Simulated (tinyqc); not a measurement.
## Area and perimeter leakage from two diodes

Question. A square diode and a finger diode leak I = JA area + JP perimeter. Find JA, JP and the side of the square at which both parts are equal.

areas (um^2): [90000, 108000]
perimeters (um): [1200, 22140]
leakage currents (pA): [2.31, 25.542000]

Solution. Two linear equations give JA and JP; for a square of side a, JA a^2 = 4 JP a at a = 4 JP/JA.

JA = 1.100e-9 A/cm^2
JP = 1.100e-11 A/cm
side for equal parts = 400.0 um

Program tinyqc, `OMP_NUM_THREADS=1 python tinyqc.py 2290124 2290125 out.jsonl`; Intel Xeon 2.30GHz, shared host, one thread, about 0.01 s.
